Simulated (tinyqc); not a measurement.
Electromigration in a confined line: Blech product, Korhonen stress evolution and Black's law: one step, computed by the program tinyqc. Command: `OMP_NUM_THREADS=1 python tinyqc.py 3003369 3003370 out.jsonl emigr walk`. One thread of a shared host (Intel(R) Xeon(R) Processor @ 2.30GHz), about 0.01 s of CPU time with the checks.

The electron wind pushes atoms from the cathode (x = 0) to the anode (x = L); blocking ends build a back stress (tension positive). The input rho is taken not to change with temperature. d sigma/dt = d/dx [kappa (d sigma/dx + G)], with zero flux at both ends and sigma = 0 at t = 0.

Question. Steady state and Blech product. At steady state sigma(x) = G (L/2 - x). A void forms only if the cathode stress reaches sigma_c, that is if j L exceeds (j L)_c = 2 Omega (sigma_c)/(Z* e rho). Time scale tau = L^2/kappa.

Inputs (values chosen for the exercise, close to those used for copper lines):
```
quantity                    value          unit
resistivity rho              2.39  micro-ohm cm
atomic volume Omega          11.8    angstrom^3
effective charge number Z*   0.95             -
critical stress sigma_c       180           MPa
current density j             3.2       MA/cm^2
line length L                  17            um
test temperature T            310             C
```

Start: stress-free.

stress gradient G = 9.865063 MPa/um

kappa = 2.711361e-14 m^2/s

Constants: e = 1.602176634e-19 C.

Give: steady cathode stress; j L; critical product (j L)_c; tau.

Answer.

steady cathode stress = 83.853 MPa

j L = 5440 A/cm

critical product (j L)_c = 11678 A/cm

tau = 2.9608 h

j L is 0.466 times the critical product: the back stress stops the flux first, and the line is immortal in this model.
